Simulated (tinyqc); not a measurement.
Thermal displacements in the Debye model: Debye-Waller factors, bond-length spread and the Lindemann rule: one step, computed by the program tinyqc. Command: `OMP_NUM_THREADS=1 python tinyqc.py 3010941 3010942 out.jsonl debyewaller walk`. One thread of a shared host (Intel(R) Xeon(R) Processor @ 2.30GHz), about 0.01 s of CPU time with the checks.

A Debye spectrum with three branches of one velocity, cut at k_B Theta; 2 atoms per cube, nearest neighbours at d = 0.866025 a.

Problem. Spread of the bond length. Correlated Debye model: sigma^2 = (3 hbar^2/(M k_B Theta)) int_0^1 s coth(s Theta/(2T)) [1 - sin(s q_D R)/(s q_D R)] ds for two atoms at distance R, q_D = (6 pi^2 n)^(1/3), n atoms per volume; uncorrelated motion would give 2 <u_x^2>. An EXAFS amplitude is damped by exp(-2 k^2 sigma^2).

Inputs (values chosen for the exercise, modelled on tungsten):
```
quantity,value,unit
atomic mass M,183.84,u
Debye temperature Theta,336,K
lattice constant a,3.165,angstrom
temperature T,300,K
photoelectron wave number k,9.1,1/angstrom
```

Structure: bcc.

<u_x^2> = 0.002175902 angstrom^2

Constants: hbar^2/u = 4.18015928e-03 eV angstrom^2; k_B = 8.617333262e-05 eV/K.

Give: sigma^2 of the nearest bond; correlation 1 - sigma^2/(2 <u_x^2>); EXAFS damping.

Solution.

sigma^2 of the nearest bond = 0.002657 angstrom^2

correlation 1 - sigma^2/(2 <u_x^2>) = 0.3894

EXAFS damping = 0.6440

Neighbours move partly together, which removes 39 % of the uncorrelated spread.
